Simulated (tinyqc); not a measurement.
## Donor binding, ionisation and the Mott limit: Freeze-out

Hydrogenic donor: Ry = (m0 q^3/(8 eps0^2 h^2)) me/eps_r^2 in eV, E0 = cc Ry, radius a = q/(8 pi eps0 eps_r E0), Mott density Nm = (0.26/a)^3. Below Nm the level sinks as Ed = E0 [1 - (N/Nm)^(1/3)]. Neutrality: Nc F12(eta) = N/(1 + 2 exp(eta + Ed/kB T)), F12(x) = (2/sqrt(pi)) int_0^infinity sqrt(u)/(1 + exp(u - x)) du.

Nc is given at 300 K and scales as T^1.5.

Inputs (values chosen for the exercise); band and dielectric values close to those of gallium arsenide:
```
symbol,value,unit,meaning
eps_r,13,,relative permittivity
me,0.0657,m0,"mass in the hydrogenic formula, set independently of Nc"
Nc,4.43e17,cm^-3,conduction-band density of states at 300 K
cc,1.3,,ratio of the true binding energy to the hydrogenic one
N,7.4e14,cm^-3,donor density
```

Constants: q = 1.602176634e-19 C, kB = 1.380649e-23 J/K, eps0 = 8.8541878128e-12 F/m, h = 6.62607015e-34 J s, m0 = 9.1093837015e-31 kg, Vt = kB T/q. Results are converted to the units shown.

Result of one run:
```
eta,n (cm^-3),ionised (%),ln(n/T^0.75)
-6.828,7.382e14,99.75,29.74
```

Which temperature T gave this result: 45, 60, 220 or 400 K?

T = 400 K.

The whole series:
```
T (K),eta,n (cm^-3),ionised (%),ln(n/T^0.75)
30,-3.326,4.974e14,67.21,31.29
45,-3.703,6.289e14,84.99,31.22
60,-4.060,6.790e14,91.76,31.08
80,-4.455,7.063e14,95.45,30.90
110,-4.912,7.221e14,97.58,30.69
150,-5.367,7.300e14,98.65,30.47
220,-5.935,7.350e14,99.32,30.19
300,-6.398,7.370e14,99.60,29.96
400,-6.828,7.382e14,99.75,29.74
```

The ionised share rises from 67.2 to 99.8 %. Between the first two rows ln(n/T^0.75) has the slope 0.539 meV against q/kB T; deep freeze-out without compensation gives -Ed/2 = -2.47 meV, a limit that these rows do not reach, since a large share is already ionised.

Range of the model: A sharp level with degeneracy 2 overstates freeze-out near Nm, where the impurity band broadens and merges with the conduction band.

tinyqc, about 0.01 s, one thread, Intel Xeon 2.30GHz (shared host): `OMP_NUM_THREADS=1 python tinyqc.py 2330072 2330073 out.jsonl`
